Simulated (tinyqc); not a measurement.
# Changing the background doping C_B

Model: two-step dopant diffusion (predeposition and drive-in) with a constant diffusivity. Computed by tinyqc, a small Python program. Command: `OMP_NUM_THREADS=1 python tinyqc.py 3020782 3020783 out.jsonl dopdiff sweep`. One thread of a shared host (Intel(R) Xeon(R) Processor @ 2.30GHz), about 0.04 s of CPU time with the checks.

Fick diffusion into a half space x > 0 whose background doping C_B is of the opposite type, so that a junction lies where C = C_B.

Inputs (values chosen for the exercise, modelled on phosphorus in silicon): prefactor D0 = 3.87 cm^2/s; activation energy E = 3.65 eV; surface concentration C_s = 1.2e+19 1/cm^3; predeposition temperature T1 = 875 C; predeposition time t1 = 60 min; drive-in temperature T2 = 1200 C; drive-in time t2 = 30 min; mean mobility in the layer mu = 240 cm^2/(V s).

Furnace ramps of the drive-in: none.

Constants: k_B = 8.617333262e-05 eV/K; e = 1.602176634e-19 C.

Method:
- D = D0 exp(-E/(k_B T)).
- Temperatures in kelvin are T(C) + 273.15.
- Times in seconds are 60 times the minutes.
- (Dt)2 = D2 t2, t2 in seconds.
- C = C_s erfc(x/(2 sqrt(D1 t1))); dose Q = 2 C_s sqrt(D1 t1/pi); the junction solves erfc(z) = C_B/C_s with x_j = 2 z sqrt(D1 t1).
- With a sealed surface and a thin source, C = Q/sqrt(pi (Dt)2) exp(-x^2/(4 (Dt)2)); x_j = 2 sqrt((Dt)2 ln(C(0)/C_B)); gradient at the junction |dC/dx| = C_B x_j/(2 (Dt)2).
- Net dose Q_net = Q erf(x_j/(2 sqrt((Dt)2))) - C_B x_j; R_s = 1/(e mu Q_net), with every dopant ionised and one mobility.

One run for each value; columns: (1) background doping C_B (1/cm^3); (2) junction depth x_j (um); (3) gradient at the junction (1/cm^4); (4) sheet resistance R_s (Gaussian) (ohm/square); (5) junction depth after predeposition (um):
```
(1)          (2)         (3)     (4)       (5)
1.00e+14  2.6132  5.7561e+18  1671.1  0.072563
3.10e+14  2.4086  1.6447e+19  1676.8  0.068508
9.90e+14  2.1788  4.7513e+19  1693.6  0.064105
3.10e+15  1.9263  1.3154e+20  1742.3  0.059495
9.70e+15  1.6355  3.4946e+20  1889.1  0.054546
3.00e+16  1.2845  8.4880e+20  2396.0  0.049228
```

Over the rows, junction depth x_j (um) falls from 2.61 to 1.28 (exponent d ln y / d ln x -0.072 between the first rows and -0.21 between the last); gradient at the junction (1/cm^4) rises from 5.76e18 to 8.49e20 (exponent d ln y / d ln x 0.93 between the first rows and 0.79 between the last); sheet resistance R_s (Gaussian) (ohm/square) rises from 1670 to 2400 (exponent d ln y / d ln x 0.0030 between the first rows and 0.21 between the last). The background enters x_j only through a logarithm under a root. Left out: 9.60e16, 3.00e17 (the drive-in dilutes the layer to the background).

Caution (all rows): C_s exceeds the intrinsic carrier density of silicon at the predeposition temperature (2e18 to 1e19 per cm^3), where real diffusivities rise with concentration and profiles turn box-like.
